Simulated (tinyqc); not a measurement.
Magnetisation curve: two coupled magnetic layers: synthetic antiferromagnet, spin flop, exchange bias and magnetoresistance. Computed by tinyqc, a small Python program. Command: `OMP_NUM_THREADS=1 python tinyqc.py 3020542 3020543 out.jsonl saf walk`. One thread of a shared host (Intel(R) Xeon(R) Processor @ 2.30GHz), about 0.3 s of CPU time with the checks.

Moments lie in the plane at the angles p1, p2 from the field. Energy per area: E = J1 cos(p1 - p2) + J2 cos^2(p1 - p2) - B M_s (t1 cos p1 + t2 cos p2) + K (t1 sin^2 p1 + t2 sin^2 p2).

Inputs (values chosen for the exercise, for a model stack):
```
quantity                         value    unit
saturation magnetisation M_s      1440    kA/m
thickness t1                       2.1      nm
thickness t2                       1.8      nm
antiferromagnetic coupling J1     0.14  mJ/m^2
biquadratic coupling J2          0.012  mJ/m^2
in-plane anisotropy K              1.4  kJ/m^3
field over the saturation field   0.89       -
```

Field direction: along the easy axis.

Method. The parallel state is stable while the Hessian at p1 = p2 = 0 is positive: with c = J1 + 2 J2 and u = B M_s + 2K, (u t1 - c)(u t2 - c) > c^2, so B_sat M_s = c (1/t1 + 1/t2) - 2K. B_K = 2K/M_s. The lowest minimum of E over both angles (from five starts; of two mirror images the one with p1 >= 0, and for equal layers |p1| <= |p2|).

saturation field B_sat = 115.560 mT

Equilibrium states:
```
B/B_sat  B (mT)  p1 (degrees)  p2 (degrees)  m/m_sat
0.02       2.31         0.000       -180.00   0.0769
0.06       6.93         0.000       -180.00   0.0769
0.12      13.87         0.000       -180.00   0.0769
0.20      23.11        53.240        -97.18   0.2646
0.30      34.67        55.383        -78.44   0.3984
0.45      52.00        49.102        -62.65   0.5646
0.60      69.34        40.746        -49.80   0.7058
0.80      92.45        27.626        -32.78   0.8651
0.95     109.78        13.398        -15.69   0.9682
1.10     127.12         0.000          0.00   1.0000
```

What follows from these numbers?

The collinear state is the lowest in 3 row(s), with m/m_sat = (t1 - t2)/(t1 + t2) = 0.077; then the moments are canted and close at B_sat. The largest gap between m/m_sat and B/B_sat in the canted rows is 0.115.

Extremes, crossings and ranges named in words are read from the listed rows.
